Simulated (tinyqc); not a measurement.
Comparisons within one model: fitting sp3s* parameters to three gaps by Newton steps. A value that a table varies takes the place of the one given here.

sp3s* tight binding, nearest neighbours only: anion (a) at 0, cation (c) at a/4 (1,1,1), orbitals s, px, py, pz, s* on each; k in units of 2 pi/a. With phases e_j = exp(i (pi/2) k.n_j) for n = (1,1,1), (1,-1,-1), (-1,1,-1), (-1,-1,1): g0 = (e1+e2+e3+e4)/4, g1 = (e1+e2-e3-e4)/4, g2 = (e1-e2+e3-e4)/4, g3 = (e1-e2-e3+e4)/4. The diagonal holds the levels Esa, Epa, Exa (s*) and Esc, Epc, Exc. Anion-cation block: <sa|sc> = Vss g0; <sa|xc> = Vsapc g1; <xa|sc> = -Vscpa g1; <xa|xc> = Vxx g0; <xa|yc> = <ya|xc> = Vxy g3, <xa|zc> = <za|xc> = Vxy g2, <ya|zc> = <za|yc> = Vxy g1; <s*a|xc> = Vxapc g1; <xa|s*c> = -Vpaxc g1; y and z take g2 and g3 in place of g1; s-s* and s*-s* vanish.

Gaps are level 5 at Gamma, X = (1,0,0) and L = (1/2,1/2,1/2) less level 4 at Gamma; no spin-orbit coupling. Free parameters: Esa, Vxapc and Vscpa. H is linear in them, so by Hellmann-Feynman J_ij = <u|dH/dp_j|u> for level 5 at point i less the same for level 4 at Gamma. Newton: p(new) = p + J^-1 (target - gaps); stop when all misses are below 1e-7 eV.

Constants: hbar^2/2m0 = 3.80998211 eV angstrom^2.

Parameters, chosen for this exercise (out of a larger set: near a published set for GaAs, fitted to gaps, whose masses and valley positions are rough; not measured data): p = (-8.294, 1.05, -2.628, 3.655, 8.672, 6.66, -6.514, 1.948, 5.04, 4.461, 5.788, 4.815, 4.808) eV (start, order Esa, Epa, Esc, Epc, Exa, Exc, Vss, Vxx, Vxy, Vsapc, Vscpa, Vxapc, Vpaxc); tg = (1.5637, 2.1572, 1.7549) eV (target gaps at Gamma, X, L); a = 5.658 angstrom (lattice constant).

## Equal gaps, different models

The same three targets are met with other triples of free parameters (those for which Newton converges within 3 eV of the start). Not fitted: level 5 at K = (3/4,3/4,0) above Ev, the spacing of levels 6 and 5 at X, the depth of level 2 at X below Ev, the valence width at Gamma, and the mass c q^2/(E(q) - E(0)) of level 5 along [100], q = 0.002 (2 pi/a), c = hbar^2/2m0.

Unfitted results:
```
free parameters    largest change (eV)  K (eV)  X spacing (eV)  level 2 at X (eV)  valence width (eV)  mass (m0)
start                            0.000   2.006           0.302              7.493              12.574     0.1269
Vss, Vxapc, Vpaxc                0.155   2.094           0.299              7.452              12.504     0.1201
Esc, Vxapc, Vpaxc                0.313   2.102           0.364              7.469              12.604     0.1207
Vss, Vsapc, Vpaxc                0.198   2.067           0.144              7.518              12.504     0.1174
Esa, Vxapc, Vscpa                0.234   2.088           0.260              7.577              12.738     0.1166
Vss, Exa, Exc                    0.358   2.096           0.324              7.477              12.504     0.1201
Esc, Vsapc, Exc                  0.198   2.079           0.204              7.544              12.604     0.1180
```

What does this show?

All fitted rows have the same three gaps, yet they spread by 35 meV at K, 220 meV in the X spacing, 125 meV in level 2 at X, 234 meV in the valence width and 3.5 % in the mass. The smallest change of parameters, 0.155 eV, is that of Vss, Vxapc, Vpaxc. A fit fixes what it was given and leaves the rest to the choice of free parameters.

## How errors in the targets pass to the parameters

J:
```
           Esa     Vxapc    Vscpa
Gamma  0.30059   0.00000  0.00000
X      0.10800  -0.84919  0.00000
L      0.14878  -0.22915  0.32671
```

The gaps at Gamma, X and L of an sp3s* model are fitted with Esa, Vxapc and Vscpa; J holds the derivatives of the gaps by these parameters at the start. The change of each parameter for +10 meV on one target is 10 J^-1, in meV.

Shifts (meV):
```
target raised   Esa  Vxapc  Vscpa
Gamma          33.3    4.2  -12.2
X               0.0  -11.8   -8.3
L               0.0    0.0   30.6
```

root sum of squares (meV): Esa 33.3, Vxapc 12.5, Vscpa 34.0

What can be read from the table?

Independent errors of 10 meV leave Vscpa least certain (34 meV) and Vxapc best fixed (12.5 meV). The largest single entry, 33 meV, comes from the target at Gamma.

Program tinyqc; command `OMP_NUM_THREADS=1 python tinyqc.py 1451709 1451710 out.jsonl`; about 0.2 s on one thread of a shared Intel(R) Xeon(R) Processor @ 2.30GHz.
